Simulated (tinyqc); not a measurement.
The methods across T_c: square-lattice Ising model by mean field, Bethe lattice, transfer matrix, exact enumeration and Monte Carlo steps. Computed by tinyqc, a small Python program. Command: `OMP_NUM_THREADS=1 python tinyqc.py 3012713 3012714 out.jsonl ising walk`. One thread of a shared host (Intel(R) Xeon(R) Processor @ 2.30GHz), about 0.01 s of CPU time with the checks.

H = -J sum over nearest pairs s_i s_j, s = +-1, no field, periodic boundaries; energies per site are in J. As a lattice gas or an alloy, s marks which species holds the site.

Inputs (values chosen for the exercise, for a model lattice): coupling J = 31.5 meV; factor on the grid 1.5, 1.85, 2.1, 2.45, 2.65, 3.1, 3.6, 4.4 of k_B T/J = 0.963.

Enumerated cell: 3 x 4.

Constants: k_B = 8.617333262e-05 eV/K.

Method:
- K = J/(k_B T). Mean field: m = tanh(4 K m), u = -2 m^2. Bethe: cavity field h = 3 artanh(tanh K tanh h), m = tanh(4h/3), u = -2 (tanh K + tanh^2 h)/(1 + tanh K tanh^2 h). Exact: m = [1 - sinh(2K)^(-4)]^(1/8) below T_c; u = -coth(2K) [1 + (2/pi)(2 tanh^2(2K) - 1) K1(k)], k = 2 sinh(2K)/cosh^2(2K), K1 the complete elliptic integral of the first kind. The largest root is taken.
- Weights count x exp(-K E); N = 12; u = <E>/N, c = K^2 (<E^2> - <E>^2)/N in k_B, Binder U = 1 - <M^4>/(3 <M^2>^2).
- The grid values of k_B T/J times the given factor are rounded to 3 figures before use.

States of the 3 x 4 cell:
```
E (J)  |M|  count
-24     12      2
-16     10     24
-12      0      4
-12      6      8
-12      8     48
-8       2     48
-8       4     78
-8       6    120
-8       8     84
-4       0    168
-4       2    264
-4       4    264
-4       6    216
0        0    254
0        2    552
0        4    444
0        6     96
4        0    348
4        2    552
4        4    168
8        0    120
8        2    120
8        4     36
12       0     24
12       2     48
16       0      6
```

Order and energy:
```
k_B T/J   T (K)  m mean field  m Bethe  m exact  <|m|> cell  u Bethe  u exact   u cell   U cell
1.44      526.4       0.99195  0.98986  0.98964     0.98835  -1.9623  -1.9619  -1.9600  0.66384
1.78      650.7       0.97535  0.96340  0.95986     0.95574  -1.8733  -1.8679  -1.8627  0.65421
2.02      738.4       0.95557  0.92442  0.90442     0.91164  -1.7557  -1.7307  -1.7421  0.63916
2.36      862.7       0.91351  0.81437  0.00000     0.82246  -1.4779  -1.2521  -1.5139  0.60279
2.55      932.1       0.88160  0.69987  0.00000     0.76636  -1.2481  -1.0652  -1.3762  0.57548
2.99     1093.0       0.77843  0.00000  0.00000     0.64521  -0.6450  -0.8213  -1.0877  0.50175
3.47     1268.4       0.59628  0.00000  0.00000     0.54570  -0.5609  -0.6676  -0.8559  0.42152
4.24     1549.9       0.00000  0.00000  0.00000     0.44761  -0.4631  -0.5192  -0.6270  0.32029
```

What follows from these numbers?

At k_B T/J = 1.44 all values of m agree within 0.004. At 2.36 the exact m is 0 while Bethe gives 0.81, mean field 0.91 and the cell 0.82: neglect of fluctuations raises T_c, and a finite cell rounds the transition. U falls from 0.664 (2/3 when ordered) to 0.320 (0 for a large disordered system).
